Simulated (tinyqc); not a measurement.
# Changing the thickness d

Model: permeation of metal atoms or ions through a thin barrier or dielectric: time lag, field-aided drift and lifetime. Computed by tinyqc, a small Python program. Command: `OMP_NUM_THREADS=1 python tinyqc.py 3004831 3004832 out.jsonl barrier sweep`. One thread of a shared host (Intel(R) Xeon(R) Processor @ 2.30GHz), about 0.03 s of CPU time with the checks.

The film 0 < x < d is empty at first; C = C0 at x = 0 and C = 0 at x = d. dC/dt = D d2C/dx2 - v dC/dx with drift v = D z e V/(k_B T d) (uniform field, no space charge).

Inputs (values chosen for the exercise, for a model case: singly charged ions through a dielectric):

| quantity | value | unit |
|---|---|---|
| prefactor D0 | 0.0023 | cm^2/s |
| activation energy E | 1.28 | eV |
| concentration at the source side C0 | 6.8e+12 | 1/cm^3 |
| charge number z | 1 | - |
| voltage V (positive drives ions across) | 0.52 | V |
| critical dose Q_c | 2e+08 | 1/cm^2 |
| test temperature T | 300 | C |
| use temperature T_u | 85 | C |

Constants: k_B = 8.617333262e-05 eV/K.

Method:
- D = D0 exp(-E/(k_B T)); time scale d^2/D; Peclet number P = z V/(k_B T), k_B T in eV; 1 nm = 1e-7 cm.
- Temperatures in kelvin are T(C) + 273.15.
- Steady flux J = (D C0/d) P/(1 - exp(-P)); time lag in units of d^2/D: s_L = [P (1 + exp(-P))/(1 - exp(-P)) - 2]/P^2 (P = 0: J = D C0/d, s_L = 1/6).
- Dose through the film Q(s) = C0 d {f (s - s_L) - 2 exp(P/2) sum_(n=1..200) (-1)^n n^2 pi^2 exp(-l_n s)/l_n^2}, l_n = n^2 pi^2 + P^2/4, f = P/(1 - exp(-P)) the relative flux.
- Solve Q = Q_c for s. At the use temperature D and P take T_u, with the same C0 and V; 1 year = 3.15576e7 s.

One run for each value:

| thickness d (nm) | failure time at T (s) | time lag (s) | s at the critical dose | steady flux J (1/(cm^2 s)) |
|---|---|---|---|---|
| 17 | 389 | 1.7400e+01 | 1.7202 | 5.3823e+05 |
| 26 | 609 | 4.0699e+01 | 1.1514 | 3.5192e+05 |
| 39 | 944 | 9.1574e+01 | 0.7932 | 2.3461e+05 |
| 60 | 1528 | 2.1674e+02 | 0.5425 | 1.5250e+05 |
| 92 | 2521 | 5.0958e+02 | 0.3806 | 9.9455e+04 |
| 140 | 4240 | 1.1800e+03 | 0.2765 | 6.5356e+04 |
| 220 | 7718 | 2.9140e+03 | 0.2038 | 4.1590e+04 |
| 330 | 13719 | 6.5564e+03 | 0.1610 | 2.7727e+04 |
| 500 | 25625 | 1.5052e+04 | 0.1310 | 1.8300e+04 |

What does the table show, and why?

Over the rows, failure time at T (s) rises from 389 to 25600 (exponent d ln y / d ln x 1.1 between the first rows and 1.5 between the last); time lag (s) rises from 17.4 to 15100 (exponent d ln y / d ln x about 2.0 throughout); s at the critical dose falls from 1.72 to 0.131 (exponent d ln y / d ln x -0.94 between the first rows and -0.50 between the last). At the low end the exponent of failure time at T is 1.06, close to 1: steady flow: J scales as 1/d. The exponent of time lag stays at 2: the lag scales as d^2/D, with P independent of d.

Caution (all rows): grain boundaries, pinholes, trapping and space charge are left out; thin real barriers usually fail at defects.
